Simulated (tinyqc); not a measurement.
Donor or exciton in a quantum well (variational effective-mass method): one step, computed by the program tinyqc.

H = -nabla^2 - 2/|r - r_i| + V(z) in effective units; trial function psi = f(z) exp(-|r - r_i|/lambda), f the ground state of the well. Mass and screening are the same in well and barrier; l = L/a* is the width in effective units. Bands are flat: no polarisation or applied field.

Question. Binding at the trial radius. k = pi/l; f = cos(k z) inside and zero outside; subband energy k^2 Ry*. Binding E_b(lambda) = -1/lambda^2 + 4 A/(lambda B), with A = int f^2 exp(-2 s/lambda) dz, B = int f^2 exp(-2 s/lambda)(1 + 2 s/lambda) dz and s = |z - z_i|; 40 Gauss-Legendre points on each piece between the walls at z = -l/2 and l/2 and z_i.

Inputs (values chosen for the exercise, for a model semiconductor): trial radius lambda = 1.7 a*; donor position z_i/L from the centre = 0.4.

Centre: donor. Barriers: infinite.

l = 1.034360

Give: A; B; E_b(lambda).

Answer.

A = 0.3254 a*

B = 0.4685 a*

E_b(lambda) = 1.289 Ry*
